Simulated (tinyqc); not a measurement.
Capture against temperature: configuration-coordinate model of carrier capture at a defect.

Two parabolas of equal curvature k in one coordinate Q: with the carrier free at the band edge, U_f = k Q^2/2; with the carrier trapped, U_t = k (Q - dQ)^2/2 - ET. ER = k dQ^2/2, Huang-Rhys factor S = ER/hw, hw = 0.0646541 sqrt(k/M) eV for k in eV/angstrom^2 and M in u. The curves cross at a height Eb = (ER - ET)^2/(4 ER) above the free minimum.

Multiphonon factor for giving p = ET/hw phonons to the lattice: W = exp(-S (2 nb + 1)) ((nb + 1)/nb)^(p/2) I_p(x), nb = 1/(exp(hw/kT) - 1), x = 2 S sqrt(nb (nb + 1)), I_p the modified Bessel function. Classical limit: W = hw exp(-Eb/kT)/sqrt(4 pi ER kT). At T = 0: exp(-S) S^p/Gamma(p + 1).

Constants: kB = 8.617333262e-05 eV/K.

Parameters, chosen for this exercise (out of a larger set: of the size met at a DX centre in AlGaAs; not measured data): ET = 0.12 eV (thermal depth of the level below the band edge); ER = 0.87 eV (relaxation energy); hw = 0.014 eV (phonon energy of the mode).

The local activation energy is -d ln W/d(1/kT), by central differences with T changed by 1 %.

Against T:

| T (K) | kT/hw | log10 W | log10 W, classical | activation energy (eV) |
|---|---|---|---|---|
| 40 | 0.246 | -15.141 | -21.507 | 0.0414 |
| 60 | 0.369 | -12.504 | -14.807 | 0.0865 |
| 120 | 0.739 | -7.833 | -8.169 | 0.1336 |
| 160 | 0.985 | -6.387 | -6.534 | 0.1413 |
| 220 | 1.354 | -5.156 | -5.215 | 0.1448 |
| 300 | 1.847 | -4.271 | -4.295 | 0.1446 |
| 400 | 2.462 | -3.668 | -3.679 | 0.1420 |
| 550 | 3.385 | -3.188 | -3.192 | 0.1366 |

Give the missing row, T (K) = 80, kT/hw = 0.492.

Computed row:
```
T (K)  kT/hw  log10 W  log10 W, classical  activation energy (eV)
80     0.492  -10.420             -11.475                  0.1118
```

log10 W at T = 0 = -16.761
Eb = 0.1616 eV

At 40 K log10 W is -15.14, against -16.76 at T = 0 and -21.5 classically; at 550 K the two forms differ by 0.00. The activation energy read from an Arrhenius plot goes from 0.041 eV at 40 K to 0.137 at 550 K, with its largest value 0.145 at 220 K, against Eb = 0.162 eV; the classical form itself gives Eb - kT/2. A measured slope therefore understates the barrier.

Run: tinyqc, `OMP_NUM_THREADS=1 python tinyqc.py 1480804 1480805 out.jsonl`; Intel(R) Xeon(R) Processor @ 2.30GHz, one thread, shared host; about 0.01 s of CPU time with all checks.
